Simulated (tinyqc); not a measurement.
Convergence with cell size: Koster-Slater impurity in a tight-binding band, by Green functions and by supercells. Computed by tinyqc, a small Python program. Command: `OMP_NUM_THREADS=1 python tinyqc.py 3024869 3024870 out.jsonl kosterslater walk`. One thread of a shared host (Intel(R) Xeon(R) Processor @ 2.30GHz), about 0.02 s of CPU time with the checks.

One orbital per site, e(k) = -2 t sum cos(k_i) over 1 direction(s), band from -2 t to 2 t, lattice constant 1. One site has the extra energy U. Spin is left out.

Inputs (values chosen for the exercise, for a model band): hopping t = 1.6 eV; impurity potential U = -0.723 eV.

Lattice: chain.

Method:
- Outside the band G0(E) = sign(E)/sqrt(E^2 - 4 t^2).
- A bound state solves 1/U = G0(E).
- Bisection in ln(distance from the edge) between 1e-5 t and |U| + t. Weight on the impurity site: -1/(U^2 dG0/dE), by a central difference with step min(1e-4 t, distance/30). Decay length along an axis: 1/arccosh(1 + distance/(2 t)).
- In a periodic cell of N sites along each direction with Bloch vector K, the level solves 1/U = N^-d sum_k 1/(E - e(k)), k_i = (2 pi m_i + K_i)/N, m_i = 0..N-1; the outermost root on the side of U is taken (bisection). d is the number of directions. Gamma means K_i = 0, the zone corner K_i = pi, the quarter point K_i = pi/2.
- Even N; errors against the isolated level E_b, set to 0 below 1e-6 t.

level E_b = -3.28066 eV

decay length = 4.46313 sites

Error of the level (eV):

| N | sites | Gamma | corner | quarter point |
|---|---|---|---|---|
| 4 | 4 | -0.12792 | 6.2772e-01 | 1.0819e-01 |
| 6 | 6 | -0.07085 | 2.3534e-01 | 3.0679e-02 |
| 8 | 8 | -0.04330 | 1.0819e-01 | 1.0509e-02 |
| 12 | 12 | -0.01805 | 3.0679e-02 | 1.5350e-03 |
| 16 | 16 | -0.00782 | 1.0509e-02 | 2.4752e-04 |
| 24 | 24 | -0.00142 | 1.5350e-03 | 6.8043e-06 |

What follows from these numbers?

The error at Gamma falls exponentially, between the last two resolved rows by exp(-0.213) per site against 1/(decay length) = 0.224. Gamma and the corner err in opposite directions. No listed cell reaches 1 meV at Gamma; at the quarter point N = 16 is enough.

Extremes, crossings and ranges named in words are read from the listed rows.
